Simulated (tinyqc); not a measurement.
What each parameter does: heterojunction of two tight-binding chains.

Left chain: hopping -t1, sites at 2 t1 (band bottom 0). Right chain: hopping -t2, sites at dE + 2 t2 (bottom dE). t = c/(m a^2), c = hbar^2/2m0. The bond across the interface is -tc with tc = f sqrt(t1 t2), and the last left site has the extra energy U. In a chain E = bottom + 2t (1 - cos(ka)); the surface Green function of a half chain is g = -exp(ika)/t, with Im k > 0 where cos(ka) > 1.

Constants: hbar^2/2m0 = 3.80998211 eV angstrom^2.

Values chosen for the exercise (masses and offset of the size met at InGaAs / InAlAs; shifted at random, so the results belong to these values and not to a real crystal):

| symbol | value | unit | meaning |
|---|---|---|---|
| a | 3 | angstrom | site spacing |
| m1 | 0.041 | m0 | mass on the left |
| m2 | 0.073 | m0 | mass on the right |
| dE | 0.47 | eV | band offset |
| f | 1 |  | factor on the interface hopping |
| U | 0 | eV | extra energy on the last left site |
| E | 0.72 | eV | electron energy |

T = 4 Im(S1) Im(S2) |G|^2 with G = 1/(E - 2 t1 - U - S1 - S2), S1 = -t1 exp(i k1 a), S2 = -(tc^2/t2) exp(i k2 a). Each row changes one parameter from the base and keeps the others.

Results:

| case | T | k1 a | k2 a |
|---|---|---|---|
| base | 0.9853 | 0.2648 | 0.2080 |
| m1 = 0.0492 m0 | 0.9722 | 0.2903 | 0.2080 |
| m2 = 0.0876 m0 | 0.9943 | 0.2648 | 0.2279 |
| dE = 0.42 eV | 0.9943 | 0.2648 | 0.2279 |
| f = 0.9 | 0.8190 | 0.2648 | 0.2080 |
| U = 0.2 eV | 0.9859 | 0.2648 | 0.2080 |
| a = 2.4 angstrom | 0.9854 | 0.2117 | 0.1663 |

The largest shifts from the base row, up to three for each result and ties (the steps differ in size, so this ranks the rows, not the parameters). T: f -0.1663, m1 -0.0131, m2 +0.0090, dE +0.0090. k1 a: a -0.0532, m1 +0.0254; unchanged at the printed digits by m2, dE, f and U. k2 a: a -0.0417, m2 +0.0199, dE +0.0199; unchanged at the printed digits by m1, f and U.

(tinyqc, `OMP_NUM_THREADS=1 python tinyqc.py 1482104 1482105 out.jsonl`, Intel(R) Xeon(R) Processor @ 2.30GHz, 1 thread, shared host, about 0.01 s.)
